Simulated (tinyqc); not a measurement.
Inside a calculation: bond-orbital model of a tetrahedral semiconductor (Harrison's universal couplings). Values are carried at full precision from step to step, so a last printed digit may differ when a step is redone from the rounded ones.

Hybrid level eh = (es + 3 ep)/4; metallic energy V1 = (ep - es)/4 for each atom; covalent energy V2 = 3.22 hbar^2/(m d^2); polar energy V3 = (ehc - eha)/2; hbar^2/m = 2c, c = hbar^2/2m0. Polarity ap = V3/sqrt(V2^2 + V3^2), covalency ac = V2/sqrt(V2^2 + V3^2). p-p coupling at Gamma Exx = (4/3)(2.22 - 2 x 0.63) hbar^2/(m d^2) = 1.28 hbar^2/(m d^2), s-s coupling Ess = 4 x 1.32 hbar^2/(m d^2).

Constants: hbar^2/2m0 = 3.80998211 eV angstrom^2.

Values chosen for the exercise (near tabulated values for BN; the model gives trends, and its gaps can be far from the real ones; the results hold for these values, not for the real material): esc = -13.35 eV (s level, cation); epc = -8.32 eV (p level, cation); esa = -26.53 eV (s level, anion); epa = -13.78 eV (p level, anion); d = 1.58 angstrom (bond length); Z = 5 (valence electrons of the anion).

## The three energies

Form the hybrid levels, V1, V2 and V3.

hbar^2/(m d^2) = 3.0524 eV

hybrid levels (eV): cation -9.5775, anion -16.9675

V1 (eV): cation 1.2575, anion 3.1875

V2, V3 (eV): 9.8287  3.6950

## Bond and antibond

The 2 x 2 problem [[ehc, -V2], [-V2, eha]] gives (ehc + eha)/2 -/+ sqrt(V2^2 + V3^2); ap = V3/sqrt(V2^2 + V3^2), ac = V2/sqrt(V2^2 + V3^2); the bond has weight (1 + ap)/2 on the anion.

levels (eV): bond -23.7728, antibond -2.7722

ap = 0.3519
ac = 0.9360
weight on the anion = 0.6759

## Charges

With dZ = Z - 4: effective charge Z* = 4 ap - dZ (positive on the cation); transverse charge eT* = Z* + (8/3) ap ac^2.

Z* = 0.408 e
eT* = 1.230 e

Charge that flows along the bonds as they stretch adds 0.82 e to the static value.

## Metallicity and a gap from the bond picture

Neighbouring bonds couple through V1: averaged V1b = V1c (1 - ap)/2 + V1a (1 + ap)/2 for the bond band and V1x = V1c (1 + ap)/2 + V1a (1 - ap)/2 for the antibond band. The top of the bond band lies V1b above the bond level and the bottom of the antibond band 3 V1x below the antibond level, so the gap is 2 sqrt(V2^2 + V3^2) - V1b - 3 V1x; metallicity am = (V1b + 3 V1x)/(2 sqrt(V2^2 + V3^2)).

V1b, V1x (eV): 2.5621  1.8829

gap = 12.790 eV
am = 0.391

The gap closes where am reaches one. The model gives trends; its gap can miss the real one by a factor of two to five, most in ratio for narrow gaps and most in eV for first-row compounds.

## Band edges at Gamma

Ev is the lower root of [[epa, Exx], [Exx, epc]] and the s-like conduction level the upper root of [[esa, Ess], [Ess, esc]], with Exx = 1.28 u and Ess = 5.28 u, u = hbar^2/(m d^2).

Exx, Ess (eV): 3.9070  16.1166

Ev = -15.816 eV
s-like conduction level = -2.528 eV
E0 gap = 13.288 eV

Universal couplings give the trend of E0 from compound to compound, not its value; it can miss by several eV and by a factor of two or more, and spin-orbit coupling is left out.

## Checks

- Bond level from the formula against the 2 x 2 matrix: both -23.7728.

Computed by tinyqc, a small Python program: `OMP_NUM_THREADS=1 python tinyqc.py 1481791 1481792 out.jsonl` (the numbers bound the seed that draws the inputs); one thread of a shared host (Intel(R) Xeon(R) Processor @ 2.30GHz), about 0.01 s for the whole set of steps.
